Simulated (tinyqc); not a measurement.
Weibull analysis of times to dielectric breakdown, with area scaling: one step of the calculation.

Breakdown times follow F(t) = 1 - exp(-(t/t63)^beta). The 12 times below were drawn at random from beta = 3, t63 = 93 s and are treated as data; all samples failed.

Problem. Likelihood estimate of beta. Maximum likelihood: a(beta) = 1/beta with a = sum t^beta ln t/sum t^beta - mean ln t. Averaged step: beta(new) = [beta + 1/a(beta)]/2.

t, i 1 to 12 (s): [39.8, 51.1, 72.5, 74.1, 78.1, 85.7, 89.5, 97.7, 97.9, 104, 111, 117]
beta at the start = 3.5

Give: beta after iteration 1.

Solution.

beta after iteration 1 = 4.407

Computed by the program tinyqc: `OMP_NUM_THREADS=1 python tinyqc.py 2070140 2070141 out.jsonl`, one thread of a shared Intel Xeon 2.30GHz, about 0.01 s for the whole run.
